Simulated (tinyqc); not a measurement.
Worked calculation (part 2 of 2): RKS/PBE in the sto-3g basis, for BeH+, spin multiplicity 1. Computed by tinyqc, a small Python program that keeps every step (integrals from PySCF). Command: `OMP_NUM_THREADS=1 python tinyqc.py 24673 24674 out.jsonl` (the two numbers bound the seeds that draw the settings). One thread of a shared host (Intel(R) Xeon(R) Processor @ 2.60GHz), about 1 s of CPU time with the checks.

Geometry (angstrom):

| atom | x | y | z |
|---|---|---|---|
| Be | 0.000000 | 0.000000 | 0.000000 |
| H | 0.000000 | 0.000000 | 1.987000 |

## Convergence

Stop when the energy changes by less than 1e-10 hartree and every element of the error matrix X^T (F D S - S D F) X is below 3e-06.

Course of the cycle:

| iteration | E (hartree) | change | largest element of the error matrix |
|---|---|---|---|
| 1 | -13.04088536 | - | 1.15e-01 |
| 2 | -14.56650170 | -1.53e+00 | 1.28e-01 |
| 3 | -14.57989494 | -1.34e-02 | 1.31e-01 |
| 4 | -14.58485602 | -4.96e-03 | 1.30e-01 |
| 5 | -14.61566570 | -3.08e-02 | 1.04e-01 |
| 6 | -14.63287815 | -1.72e-02 | 8.42e-02 |
| 7 | -14.63778762 | -4.91e-03 | 7.40e-02 |
| 8 | -14.64072141 | -2.93e-03 | 6.84e-02 |
| 9 | -14.64367937 | -2.96e-03 | 6.09e-02 |
| 10 | -14.64615553 | -2.48e-03 | 5.59e-02 |
| 11 | -14.64801551 | -1.86e-03 | 5.15e-02 |
| 12 | -14.64961001 | -1.59e-03 | 4.66e-02 |
| 13 | -14.65090593 | -1.30e-03 | 4.28e-02 |
| 14 | -14.65198824 | -1.08e-03 | 3.92e-02 |
| ... | ... | ... | ... |
| 55 | -14.65715467 | -4.20e-07 | 8.68e-04 |
| 56 | -14.65715502 | -3.46e-07 | 7.89e-04 |
| 57 | -14.65715530 | -2.86e-07 | 7.16e-04 |
| 58 | -14.65715554 | -2.35e-07 | 6.51e-04 |
| 59 | -14.65715573 | -1.94e-07 | 5.91e-04 |
| 60 | -14.65715589 | -1.60e-07 | 5.37e-04 |
| 61 | -14.65715603 | -1.32e-07 | 4.87e-04 |
| 62 | -14.65715613 | -1.09e-07 | 4.42e-04 |
| 63 | -14.65715622 | -8.97e-08 | 4.02e-04 |
| 64 | -14.65715630 | -7.39e-08 | 3.65e-04 |
| 65 | -14.65715636 | -6.09e-08 | 3.31e-04 |
| 66 | -14.65715641 | -5.02e-08 | 3.01e-04 |
| 67 | -14.65715645 | -4.14e-08 | 2.73e-04 |
| 68 | -14.65715648 | -3.41e-08 | 2.48e-04 |

PySCF RKS in the same basis, fine grid = -14.65707156 hartree

Not converged within the cap of 68 iterations: the residual falls steadily but slowly, by a factor of about 0.91 a step. Reruns (cap 100 unless said): DIIS 8: converged in 9; damping 0.5: converged in 99; level shift 0.5: converged in 25; atomic densities as start, DIIS 8: converged in 9; the original settings with a cap of 400: converged in 114.
